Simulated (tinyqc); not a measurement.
Changing the compression V/V_0 for the pressure test: equation-of-state fits to an energy-volume table made by a known binding curve. Computed by tinyqc, a small Python program. Command: `OMP_NUM_THREADS=1 python tinyqc.py 3002493 3002494 out.jsonl eosfit sweep`. One thread of a shared host (Intel(R) Xeon(R) Processor @ 2.30GHz), about 0.05 s of CPU time with the checks.

With x = (V/V_0)^(1/3), the energy per atom is E = D [m x^-n - n x^-m]/(n - m), so that B0 = D n m/(9 V_0) and B' = (n + m + 6)/3. B' = dB/dP at P = 0.

Inputs (values chosen for the exercise, for a model crystal):
```
quantity                            value             unit
cohesive energy D                    7.42          eV/atom
true volume V_0                      8.93  angstrom^3/atom
repulsive exponent n                    8                -
attractive exponent m                   4                -
half-width of the volume window w    0.06                -
shift of the window centre s       -0.011                -
points N                                7                -
noise amplitude                       0.2              meV
```

Binding curve: Mie. Noise: added.

numbers xi_j, drawn evenly from -1 to 1: 0.5004  -0.3197  0.3547  0.4597  0.0341  0.0541  -0.9191  -0.4545  -0.7119  0.6355  0.8146  -0.1135  -0.2738  0.1171  0.6827  0.5145  -0.8323  0.1319  -0.5880  0.5905  -0.6079

Constants: 1 eV/angstrom^3 = 160.2176634 GPa.

Method:
- B0 and B' from the formulas above; P = -dE/dV at V = c V_0 (c the compression chosen), from the curve itself.
- Table: V_j = V_0 [1 + s + w (2 j/(N - 1) - 1)], j = 0..N-1, rounded to 0.001; E_j from the curve plus the noise amplitude times the listed numbers xi_j (xi_0 first), rounded to 1e-7 eV.
- Third-order Birch-Murnaghan is a cubic in u = V^(-2/3): fit it by linear least squares, find the minimum, and take B0 = V E''(V), B' = -1 - V E'''/E'' there.
- Errors are fitted minus exact, relative; the pressure at c V_0 uses P = (3 B0/2) (x^7 - x^5) [1 + (3/4)(B' - 4)(x^2 - 1)], x = (V0/V)^(1/3) with the fitted values.

One run for each value; columns: (1) compression V/V_0 for the pressure test; (2) exact pressure at c V_0 (GPa); (3) fitted pressure at c V_0 (GPa); (4) error of that pressure (%):
```
(1)    (2)   (3)     (4)
0.60  1141  1135  -0.578
0.65   753   754   0.205
0.70   497   500   0.707
0.75   325   328   0.965
0.80   207   209   1.006
0.84   140   141   0.901
0.88    89    90   0.683
0.92    51    51   0.361
0.96    22    22  -0.068
```

What does the table show, and why?

Over the rows, exact pressure at c V_0 (GPa) falls from 1140 to 21.8 (exponent d ln y / d ln x -5.2 between the first rows and -20 between the last); fitted pressure at c V_0 (GPa) falls from 1130 to 21.8 (exponent d ln y / d ln x -5.1 between the first rows and -20 between the last); error of that pressure (%) goes from -0.578 through a maximum among these rows, 1.01 at 0.800, to -0.0676. The window ends at V/V_0 = 0.93; rows below it extrapolate.

Extremes, crossings and ranges named in words are read from the listed rows.
